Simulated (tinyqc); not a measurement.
Weaire-Thorpe hybrids on a Bethe lattice: gap and dangling bond of an amorphous tetrahedral solid: one step. Edges. Four cases, with inputs chosen for the exercise.

Question. Bounds -V2 + V1 and V2 - 3 V1. On the tree the s-like bands are narrower: E = -V1 -/+ sqrt(V2^2 + 4 V1^2 + V1 V2 e) with e from -2 sqrt3 to 2 sqrt3 (for a crystal, -4 to 4), so the conduction edge is -V1 + sqrt(V2^2 + 4 V1^2 - 2 sqrt3 V1 V2).

Four sp3 hybrids an atom at energy 0, coupled by -V1 on the atom and by -V2 along a bond; the bonds form a tree (no rings). For any network the gap runs at least from -V2 + V1 to V2 - 3 V1, and p-like states pile up at -V2 + V1 and V2 + V1. On the tree the gap is wider: it ends at Ec = -V1 + sqrt(V2^2 + 4 V1^2 - 2 sqrt3 V1 V2), which makes it well wider than the gaps of the real glasses. A branch seen from a hybrid has the self-energy S = V2^2 g, where g is the Green function of the hybrid across the bond, whose three partners carry S themselves. With a = z - V1, b = a - S: g = 1/(a + V1 b/(b + 3 V1)), z = E + i eta. A full atom has G = (1/b)(b + 3 V1)/(b + 4 V1) per hybrid; a dangling hybrid with shift dh has G = 1/(1/g - dh).

Give: edges; gaps.

Case 1.

Values chosen (out of a larger set: of the size of tabulated hybrid energies for amorphous silicon; not measured data): V1 = 1.78 eV (coupling of two hybrids on one atom); V2 = 4.26 eV (coupling of the two hybrids of a bond).

Answer.

edges (eV): Ev -2.4800, Ec(bound) -1.0800, Ec(tree) 0.3539

gaps (eV): (bound, reached in the crystal) 1.4000, (tree) 2.8339

The gap needs no periodicity, only V2 > 2 V1 (here V2/V1 = 2.393); leaving out rings widens it by 1.434 eV. Two parameters give the trend, not the value.

Case 2.

Values chosen (out of a larger set: of the size of tabulated hybrid energies for amorphous silicon; not measured data): V1 = 1.73 eV (coupling of two hybrids on one atom); V2 = 4.51 eV (coupling of the two hybrids of a bond).

Answer.

edges (eV): Ev -2.7800, Ec(bound) -0.6800, Ec(tree) 0.5686

gaps (eV): (bound, reached in the crystal) 2.1000, (tree) 3.3486

The gap needs no periodicity, only V2 > 2 V1 (here V2/V1 = 2.607); leaving out rings widens it by 1.249 eV. Two parameters give the trend, not the value.

Case 3.

Values chosen (out of a larger set: of the size of tabulated hybrid energies for amorphous silicon; not measured data): V1 = 1.81 eV (coupling of two hybrids on one atom); V2 = 4.45 eV (coupling of the two hybrids of a bond).

Answer.

edges (eV): Ev -2.6400, Ec(bound) -0.9800, Ec(tree) 0.4273

gaps (eV): (bound, reached in the crystal) 1.6600, (tree) 3.0673

The gap needs no periodicity, only V2 > 2 V1 (here V2/V1 = 2.459); leaving out rings widens it by 1.407 eV. Two parameters give the trend, not the value.

Case 4.

Values chosen (out of a larger set: of the size of tabulated hybrid energies for amorphous germanium; not measured data): V1 = 1.9 eV (coupling of two hybrids on one atom); V2 = 4.28 eV (coupling of the two hybrids of a bond).

Answer.

edges (eV): Ev -2.3800, Ec(bound) -1.4200, Ec(tree) 0.2420

gaps (eV): (bound, reached in the crystal) 0.9600, (tree) 2.6220

The gap needs no periodicity, only V2 > 2 V1 (here V2/V1 = 2.253); leaving out rings widens it by 1.662 eV. Two parameters give the trend, not the value.

Computed by tinyqc, one run a case: `OMP_NUM_THREADS=1 python tinyqc.py N N+1 out.jsonl` with N = 1481297, 1481803, 1481877, 1481880; one thread of a shared Intel(R) Xeon(R) Processor @ 2.30GHz, about 0.04 s a run at most.
